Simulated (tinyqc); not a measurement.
Gate sheet resistance from two finger widths.

Inverse problem. At low frequency R = Rsh Wf/(3 L) + B/Wf, where B collects the channel and vertical terms. Find Rsh, B and the width of lowest R.

Inputs (values chosen for the exercise): channel length L = 1.3 um.

input resistance of single fingers, contacted at one end, of width 0.51 and 12 um (ohm): [767.19050, 90.961538]

Solution. R Wf is a straight line in Wf^2; the minimum of R lies where both terms are equal.

Rsh = 19.0 ohm/square
B = 390 ohm um
width of lowest R = 8.95 um

Numbers from tinyqc (`OMP_NUM_THREADS=1 python tinyqc.py 2262228 2262229 out.jsonl`; about 0.01 s on one thread of a shared Intel Xeon 2.30GHz).
